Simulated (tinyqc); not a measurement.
One anharmonic mode: perturbation theory, self-consistent phonons and exact levels: one step, computed by the program tinyqc.

V(x) = k x^2/2 + b x^4 for one coordinate x of mass M. A constant K > 0 gives hbar Omega = sqrt((hbar^2/u) K/M) with K in eV/angstrom^2 and M in u.

Question. Shape of the double well. Minima at x_0 = sqrt(-k/(4 b)), depth k^2/(16 b), curvature -2k there.

Inputs (values chosen for the exercise, for a model mode): mode mass M = 35.8 u; harmonic constant k = -0.167 eV/angstrom^2; quartic constant b = 0.77 eV/angstrom^4.

Shape: double well.

Constants: hbar^2/u = 4.18015928e-03 eV angstrom^2.

Give: x_0; well depth; harmonic quantum in a well; depth / zero-point energy of a well.

Answer.

x_0 = 0.2329 angstrom

well depth = 2.264 meV

harmonic quantum in a well = 6.245 meV

depth / zero-point energy of a well = 0.7250

The lowest levels lie near the top of the barrier.
